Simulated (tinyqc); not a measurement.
Three-phonon processes in a diatomic chain: dispersion, energy and momentum conservation, and decay channels of optical phonons: one step, computed by the program tinyqc.

Cell length a, two atoms, one spring constant. x = q a/pi runs from -1 to 1; A and O are the acoustic and optical branches. Matrix elements are not computed: only conservation laws and occupation factors are followed.

Task: Decay of the zone-centre phonon. omega^2 = k (1/m + 1/M) -/+ k sqrt((1/m + 1/M)^2 - 4 sin^2(pi x/2)/(m M)); nu = 15.6333042 THz x sqrt(omega^2) for eV/(angstrom^2 u). O(0) -> A(x) + A(-x) needs nu_A(x) = nu_O(0)/2, which gives sin^2(pi x/2) = (3/16)(m + M)^2/(m M). Full width at half maximum Gamma = Gamma_0 (1 + 2 n), n = 1/(exp(h nu_A/(k_B T)) - 1); lifetime = 1/(2 pi c Gamma).

Inputs (values chosen for the exercise, for a model chain): light mass m = 31 u; heavy mass M = 67.6 u; temperature T = 100 K; zero-temperature width Gamma_0 = 0.23 1/cm.

optical top = 15.90547 THz

Constants: h x 1 THz = 4.135667696 meV; k_B = 8.617333262e-05 eV/K; c = 299792458 m/s.

Give: x of the products; their frequency; occupation n; width Gamma; lifetime.

Result:

x of the products = 0.7650

their frequency = 7.953 THz

occupation n = 0.02249

width Gamma = 0.2403 1/cm

lifetime = 22.09 ps
